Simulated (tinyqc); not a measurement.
Inside a calculation: three-band (Emery) model of a CuO2 plane downfolded to one band. Values are carried at full precision from step to step, so a last printed digit may differ when a step is redone from the rounded ones.

Electron picture, d at 0 and the oxygen p orbitals at -D; sx = sin(kx a/2), sy = sin(ky a/2). H = [[0, 2 tpd sx, -2 tpd sy], [., -D, -4 tpp sx sy], [., ., -D]], real and symmetric. The top (antibonding) band crosses the Fermi level.

Values chosen for the exercise (of the size used for cuprate planes; shifted at random, so the results belong to these values and not to a real crystal):
- D = 2.8 eV (ed - ep)
- tpd = 1.53 eV (d-p hopping)
- tpp = 0.53 eV (p-p hopping)
- k = (0.73, 0.81) pi/a (wave vector)

## H at one k

Fill in the matrix.

sx, sy: 0.91140  0.95579

H (eV), lower triangle:
```
           d        px        py
d          0
px   2.78889  -2.80000
py  -2.92473  -1.84676  -2.80000
```

## Exact levels

Diagonalise.

levels (eV): -4.6780  -4.5142  3.5922

weights of the top band: d 0.5586, px 0.2149, py 0.2265

## Loewdin downfolding onto d

h(E) = H_dd + V (E - H_pp)^-1 V^T with V = H_dp. The level solves E = h(E). Newton: start at E = 0, set Z = 1/(1 - dh/dE) = 1/(1 + |(E - H_pp)^-1 V^T|^2) and E(new) = E + Z (h - E); stop when the step is below 1e-9 eV.

Iterations:

| i | E (eV) | h(E) (eV) | Z |
|---|---|---|---|
| 0 | 0.00000 | 17.12539 | 0.0527 |
| 1 | 0.90306 | 8.79482 | 0.1743 |
| 2 | 2.27859 | 5.05194 | 0.3902 |
| 3 | 3.36068 | 3.78489 | 0.5327 |
| 4 | 3.58665 | 3.59652 | 0.5580 |
| 5 | 3.59216 | 3.59216 | 0.5586 |
| 6 | 3.59216 | 3.59216 | 0.5586 |

The first value, h(0) = 17.1254 eV, is the energy-independent downfolding; the root is 3.5922 eV, so h(0) is 377 % too high. The final Z is the d weight of the state.

## Hoppings of the top band

One-band form E = e0 - 2t (cos kx + cos ky) - 4t' cos kx cos ky - 2t'' (cos 2kx + cos 2ky) - 4t''' (cos 2kx cos ky + cos kx cos 2ky), k in 1/a. Each hopping is minus the mean of E cos(m kx) cos(n ky) over a 12 x 12 mesh, k = (j + 1/2) 2 pi/12.

Fourier coefficients of the exact top band.

e0, t, t', t'', t''' (eV): 2.1569  0.4863  -0.0067  0.0407  0.0024

t'/t = -0.014

## The one-band model at k

Evaluate the one-band form at k with e0 and t alone, with t' added, and with all four hoppings.

E (eV): (t alone) 3.6045, (t and t') 3.6192, (all four) 3.6007

The three-band value is 3.5922 eV.

## Checks

- Top level at (1,1) against the root of E (E + D - 4 tpp) = 8 tpd^2: both 4.00083.

tinyqc: `OMP_NUM_THREADS=1 python tinyqc.py 1451738 1451739 out.jsonl`; about 0.04 s, one thread, shared Intel(R) Xeon(R) Processor @ 2.30GHz.
